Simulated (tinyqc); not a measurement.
Stark shift: stepped quantum well by finite differences.

Finite differences on points z_i at the centres of cells of width h: H_ii = (c/h^2)(1/m_(i-1/2) + 1/m_(i+1/2)) + V_i, H_(i,i+1) = -(c/h^2)/m_(i+1/2), where m_(i+1/2) is the mean of the masses at the two points (the end values are repeated outwards), psi = 0 on the points beyond both ends, c = hbar^2/2m0. The field adds e F (z - z0) with z0 the middle of the structure; 1 kV/cm = 1e-5 eV/angstrom.

Constants: hbar^2/2m0 = 3.80998211 eV angstrom^2.

Parameters, chosen for this exercise (out of a larger set: near those of an InGaAs well in InAlAs; not measured data): layers = ((84, 0.514, 0.0763), (42, 0, 0.0421), (63, 0.195, 0.0551), (84, 0.514, 0.0763)) (each layer: thickness in angstrom, band edge in eV, mass in m0); hf = 1.3125 angstrom (cell width of the fine grid); Fs = (0, 16.7, 33.3, 50, 66.7, 83.3, 100) kV/cm (fields).

Fine grid. Perturbation theory: dE1 = e F z_11 - beta (e F)^2 with beta = sum_j z_1j^2/(E_j - E_1) over the 13 next levels at zero field, z from z0.

Levels against field:

| F (kV/cm) | E1 (eV) | E2 (eV) | dE1 (meV) | second order (meV) | <z - z0> (angstrom) | E2 - E1 (meV) |
|---|---|---|---|---|---|---|
| 0 | 0.1208 | 0.2918 | 0.00 | 0.00 | -24.0 | 171.1 |
| 16.7 | 0.1167 | 0.2948 | -4.06 | -4.06 | -24.6 | 178.1 |
| 33.3 | 0.1126 | 0.2976 | -8.18 | -8.19 | -25.1 | 185.0 |
| 50.0 | 0.1083 | 0.3002 | -12.42 | -12.45 | -25.6 | 191.9 |
| 66.7 | 0.1040 | 0.3028 | -16.74 | -16.80 | -26.1 | 198.8 |
| 83.3 | 0.0997 | 0.3051 | -21.11 | -21.23 | -26.6 | 205.5 |
| 100 | 0.0952 | 0.3073 | -25.58 | -25.78 | -27.0 | 212.1 |

z_11 = -24.00 angstrom
beta = 1788 angstrom^2/eV

The state sits -24.0 angstrom off the middle at zero field, so the shift starts linearly in F. At 100 kV/cm E1 has moved by -25.58 meV, where second order gives -25.78 meV; they differ by 0.8 % there. The electron moves by -3.0 angstrom, against the rise of the potential. E2 - E1 grows with the field; the ends are 171.1 and 212.1 meV.

Program tinyqc; command `OMP_NUM_THREADS=1 python tinyqc.py 1280219 1280220 out.jsonl`; about 0.02 s on one thread of a shared Intel(R) Xeon(R) Processor @ 2.30GHz.
